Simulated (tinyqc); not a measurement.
Avalanche multiplication and breakdown of a junction from ionisation integrals. Changing the doping N of the lightly doped side. Computed by tinyqc, a small Python program. Command: `OMP_NUM_THREADS=1 python tinyqc.py 3016421 3016422 out.jsonl impact sweep`. One thread of a shared host (Intel(R) Xeon(R) Processor @ 2.30GHz), about 0.03 s of CPU time with the checks.

Ionisation coefficients follow the local field. Position x runs through the depletion layer from the p side (x = 0), where electrons enter, to the n side (x = w), where holes enter. The built-in voltage is neglected.

Inputs (values chosen for the exercise, modelled on silicon):
```
quantity                    value        unit
electron prefactor a_n     708000        1/cm
electron field b_n       1.25e+06        V/cm
hole prefactor a_p       1.73e+06        1/cm
hole field b_p           2.09e+06        V/cm
exponent c                      1           -
permittivity eps             11.7           -
drift-layer mobility mu       450  cm^2/(V s)
```

Junction: one-sided abrupt n+p.

Constants: e = 1.602176634e-19 C; eps_0 = 8.8541878128e-12 F/m.

Method:
- alpha_n = a_n exp(-(b_n/F)^c), alpha_p = a_p exp(-(b_p/F)^c).
- Field F = F_m (1 - s), w = eps eps_0 F_m/(e N), V = F_m w/2, with s = 1 - x/w (the peak lies at the n+ side).
- With Phi(x) = int_0^x (alpha_n - alpha_p) dx': 1 - 1/M_n = I_n = int_0^w alpha_n exp(-Phi) dx and M_p = M_n exp(-Phi(w)); trapezoid rule on 401 even points; breakdown at I_n = 1.
- Solve I_n(F_m) = 1.
- R_on = w/(e mu N) with w the width at breakdown; figure of merit V_B^2/R_on; for a triangular field it equals eps eps_0 mu F_m^3/4.

One run for each value; columns: (1) doping N of the lightly doped side (1/cm^3); (2) breakdown voltage (V); (3) critical field F_m (MV/cm); (4) width at breakdown (micrometre); (5) specific on-resistance (milliohm cm^2); (6) ratio k = alpha_p/alpha_n:
```
(1)          (2)      (3)     (4)         (5)      (6)
1.00e+14  1507.6  0.21594  139.63  1.9366e+03  0.04996
2.00e+14   889.8  0.23461   75.85  5.2601e+02  0.06809
3.90e+14   540.5  0.25536   42.34  1.5056e+02  0.09108
7.70e+14   328.9  0.27989   23.50  4.2336e+01  0.12152
1.50e+15   204.5  0.30806   13.28  1.2279e+01  0.15989
3.00e+15   126.6  0.34277    7.39  3.4156e+00  0.21073
6.00e+15    79.7  0.38453    4.14  9.5792e-01  0.27498
1.20e+16    51.1  0.43546    2.35  2.7120e-01  0.35503
2.30e+16    34.3  0.49425    1.39  8.3790e-02  0.44659
```

Over the rows, breakdown voltage (V) falls from 1510 to 34.3 (exponent d ln y / d ln x -0.76 between the first rows and -0.61 between the last); critical field F_m (MV/cm) rises from 0.216 to 0.494 (exponent d ln y / d ln x 0.12 between the first rows and 0.19 between the last); width at breakdown (micrometre) falls from 140 to 1.39 (exponent d ln y / d ln x -0.88 between the first rows and -0.81 between the last). At the low end the exponent of breakdown voltage is -0.76, close to -0.75: the N^(-3/4) rule of abrupt junctions. At the low end the exponent of critical field F_m is 0.12, close to 0.12: the N^(1/8) rule. Across the table R_on scales as V_B^2.66; a constant critical field would give 2, and the slow fall of F_m in wider layers adds the rest.

Extremes, crossings and ranges named in words are read from the listed rows.
